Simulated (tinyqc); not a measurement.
Temperatures in a stack of 2 dies with leakage feedback: one step of the calculation.

One-dimensional heat flow to a sink below die 0. The power of each die is released in a plane at its top; from the plane of die j > 0 heat crosses its silicon (ts), a bond layer and the wiring of die j - 1; from die 0 it crosses t0, paste and sink. Copper shares the path through bond and wiring in parallel: k_eff = fm km + (1 - fm) k. Silicon is taken at the temperature of the plane above it. Leakage is P_l exp((T - 350 K)/Tl).

Problem. Resistances per area at 300 K. R = thickness/conductivity for each layer.

Inputs (values chosen for the exercise); conductivities of the order met in silicon, wiring layers, bonds and pastes:

| symbol | value | unit | meaning |
|---|---|---|---|
| k0 | 150 | W/(m K) | conductivity of silicon at 300 K |
| ts | 30 | um | thickness of a thinned die |
| t0 | 500 | um | thickness of the die next to the sink |
| tb | 11 | um | thickness of the wiring layers |
| kb | 1.2 | W/(m K) | conductivity of the wiring layers |
| tg | 2 | um | thickness of a bond layer |
| kg | 0.7 | W/(m K) | conductivity of the bond dielectric |
| fm | 0.01 |  | area share of copper through bond and wiring |
| km | 390 | W/(m K) | conductivity of copper |
| Rt | 0.12 | K cm^2/W | paste and lid |
| Rs | 0.77 | K cm^2/W | heat sink |

Give: thick die; thinned die; k_eff of the bond; k_eff of the wiring; bond plus wiring; paste plus sink.

Solution.

thick die = 0.03333 K cm^2/W
thinned die = 0.002000 K cm^2/W
k_eff of the bond = 4.593 W/(m K)
k_eff of the wiring = 5.088 W/(m K)
bond plus wiring = 0.02597 K cm^2/W
paste plus sink = 0.8900 K cm^2/W

tinyqc, about 0.03 s, one thread, Intel Xeon 2.30GHz (shared host): `OMP_NUM_THREADS=1 python tinyqc.py 2162041 2162042 out.jsonl`
